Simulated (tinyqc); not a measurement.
The three schemes as the step is halved: finite-difference solution of the diffusion equation on a small grid. Computed by tinyqc, a small Python program. Command: `OMP_NUM_THREADS=1 python tinyqc.py 3006441 3006442 out.jsonl fdiff walk`. One thread of a shared host (Intel(R) Xeon(R) Processor @ 2.30GHz), about 0.01 s of CPU time with the checks.

dC/dt = D d2C/dx2 on nodes x_j = j dx, j = 0..8; the far end is sealed.

Inputs (values chosen for the exercise): diffusivity D = 13 nm^2/s; grid spacing dx = 5 nm; time step dt = 0.43 s; final time t_f = 8.6 s; surface value C_s = 31 % of a reference.

Boundary at x = 0: fixed surface value. Scheme: explicit.

start values C_j, j = 0, 1, ... (% of a reference): [0, 0, 0, 0, 0, 0, 0, 0, 0]

Method:
- The operator M acts as (M C)_j = C_(j-1) - 2 C_j + C_(j+1); at the sealed far end a mirror node gives 2 C_(N-2) - 2 C_(N-1); at j = 0, C_0 is held at C_s from the start (row of zeros).
- r = D dt/dx^2.
- The mode of M with eigenvalue mu has its amplitude multiplied per step by g = (1 + (1 - theta) r mu)/(1 - theta r mu), with theta = 0 explicit, 1 implicit, 1/2 Crank-Nicolson; the explicit scheme is stable for r up to 2/|mu_min|.
- With r = D dt/dx^2: (1 - theta r M) C(new) = (1 + (1 - theta) r M) C(old); theta = 0 explicit, 1 implicit, 1/2 Crank-Nicolson.
- Each run reaches t_f in n equal steps; errors are the largest difference from exp(M D t_f/dx^2) C(0). A dash marks unstable explicit runs.

largest stable r of the explicit scheme = 0.504850

Largest error at t_f (%):
```
steps n       r  explicit  implicit  Crank-Nicolson
4        1.1180         -    1.0286      1.1796e-01
8        0.5590         -    0.5223      2.2569e-02
16       0.2795   0.26018    0.2618      5.6547e-03
32       0.1398   0.13047    0.1309      1.4143e-03
64       0.0699   0.06531    0.0654      3.5362e-04
128      0.0349   0.03267    0.0327      8.8407e-05
256      0.0175   0.01634    0.0163      2.2102e-05
```

What follows from these numbers?

From the last two rows, halving the step divides the error by 2.00 (explicit), 2.00 (implicit), 4.00 (Crank-Nicolson): a factor 2 marks first order in dt and 4 second order. The explicit scheme needs n of at least 9 to be stable; the other two are stable at any step.

Extremes, crossings and ranges named in words are read from the listed rows.
